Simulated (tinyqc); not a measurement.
What moves the results: donor level screened by free carriers (Yukawa potential). A value that a table varies takes the place of the one given here.

Potential -(q/(eps r)) exp(-ks r), q = e^2/(4 pi eps0). In units Ry* = Ry m/eps^2 and a* = a0 eps/m the problem is [-Laplacian - 2 exp(-x r)/r] psi = E psi with x = ks a*.

Converged values use 18 functions exp(-z r), z = 1.55^i, i = -11 to 6: S = 2/A^3, H = z_i z_j S - 2/(A + x)^2, A = z_i + z_j.

Screening wave number: Debye ks^2 = 4 pi q n/(eps kB T); Thomas-Fermi ks^2 = 6 pi q n/(eps EF) with EF = c (3 pi^2 n/gv)^(2/3)/m, c = hbar^2/2m0; the two are joined by 1/ks^2 = sqrt(1/ks_D^4 + 1/ks_TF^4). 1e18/cm^3 = 1e-6/angstrom^3, q = e^2/(4 pi eps0).

Constants: e^2/(4 pi eps0) = 14.39964547 eV angstrom; kB = 8.617333262e-05 eV/K; hbar^2/2m0 = 3.80998211 eV angstrom^2; Ry = 13.60569312 eV; a0 (Bohr radius) = 0.5291772105 angstrom.

Parameters, chosen for this exercise (near those of a donor in 4H SiC, with one mean mass; shifted at random, so the results belong to these values and not to a real crystal): xs = (0.03, 0.17, 0.32, 0.44, 0.76, 0.82, 1.09) (values of x); m = 0.38 m0 (mass); eps = 9.8 (dielectric constant); gv = 3 (valleys); T = 300 K (temperature); nl = (0.1, 0.35, 1.1, 3.5, 10, 35, 100) x 1e18/cm^3 (densities); n = 3.5 x 1e18/cm^3 (free-carrier density).

## Towards the loss of the bound state

First order (-1 + 2x), one-parameter (minimum of z^2 - 8 z^3/(2z + x)^2) and converged 1s energies in Ry*, and the mean radius in a*; a dash marks an unbound result.

Results:

| x | first order | trial function | converged | <r> |
|---|---|---|---|---|
| 0.03 | -0.9400 | -0.9413 | -0.9413 | 1.50 |
| 0.17 | -0.6600 | -0.6992 | -0.6993 | 1.54 |
| 0.32 | -0.3600 | -0.4893 | -0.4901 | 1.62 |
| 0.44 | -0.1200 | -0.3523 | -0.3545 | 1.73 |
| 0.76 | - | -0.0986 | -0.1094 | 2.39 |
| 0.82 | - | -0.0669 | -0.0802 | 2.64 |
| 1.09 | - | - | -0.0056 | 7.54 |

First order loses the state at x = 0.5, the trial function reaches zero energy at x = 1.00, and the exact limit is 1.19. The radius starts at 1.5 a*, grows slowly at first (1.62 at x = 0.32), then steadily, and swells towards the end (7.5 at 1.09), where a single exponential fails: the binding vanishes as the square of the distance from 1.19.

## Binding against carrier density

Ry* = 53.8334 meV
a* = 13.647 angstrom

x from the joined ks; converged 1s binding (dash: x above 1.17, at or past the limit 1.19 where the state unbinds).

Results:

| n (1e18/cm^3) | EF/kB T | 1/ks (angstrom) | x | binding (meV) | n^(1/3) a* |
|---|---|---|---|---|---|
| 0.10 | 0.04 | 118.3 | 0.115 | 42.42 | 0.063 |
| 0.35 | 0.09 | 63.3 | 0.216 | 33.95 | 0.096 |
| 1.1 | 0.19 | 35.8 | 0.381 | 22.49 | 0.141 |
| 3.5 | 0.41 | 20.4 | 0.670 | 8.76 | 0.207 |
| 10 | 0.83 | 12.6 | 1.079 | 0.37 | 0.294 |
| 35 | 1.91 | 8.0 | 1.696 | - | 0.446 |
| 1.0e+02 | 3.84 | 6.2 | 2.199 | - | 0.633 |

The binding falls from 42.4 to 0.4 meV (bare value 53.8); it passes half the bare value between 0.35 and 1.1 x 1e18/cm^3. The level is unbound, or bound by less than 0.001 Ry*, from 35 x 1e18/cm^3 on; as the density rises, it is lost by the time n^(1/3) a* reaches 0.45. x grows with exponent 0.50 in n at the start and 0.25 at the end (1/2 for Debye, 1/6 for Thomas-Fermi screening). The level survives to n^(1/3) a* = 0.29, past the 0.26 of the Mott rule, which corresponds to x = 1 for one valley with degenerate screening; here the level lasts until x = 1.19, the screening is at most the degenerate value, and overlap of donors is left out.

## What each parameter does

Ry* = Ry m/eps^2, a* = a0 eps/m, x = ks a* with the joined ks; converged binding. Each row changes one parameter from the base and keeps the others.

Results:

| case | 1/ks (angstrom) | x | binding in Ry* | binding (meV) |
|---|---|---|---|---|
| base | 20.4 | 0.670 | 0.163 | 8.76 |
| n = 5.25 x 1e18/cm^3 | 16.8 | 0.811 | 0.084 | 4.54 |
| T = 270 K | 19.4 | 0.703 | 0.142 | 7.62 |
| m = 0.426 m0 | 20.3 | 0.600 | 0.212 | 12.82 |
| eps = 9 | 19.5 | 0.642 | 0.182 | 11.59 |
| gv = 4 | 20.3 | 0.674 | 0.160 | 8.62 |

The largest shifts from the base row, up to three for each result and ties (the steps differ in size, so this ranks the rows, not the parameters). 1/ks (angstrom): n -3.5, T -1.0, eps -0.8. x: n +0.141, m -0.070, T +0.033. binding in Ry*: n -0.078, m +0.050, T -0.021. binding (meV): n -4.21, m +4.06, eps +2.83.

Run: tinyqc, `OMP_NUM_THREADS=1 python tinyqc.py 1252199 1252200 out.jsonl`; Intel(R) Xeon(R) Processor @ 2.30GHz, one thread, shared host; about 0.01 s of CPU time with all checks.
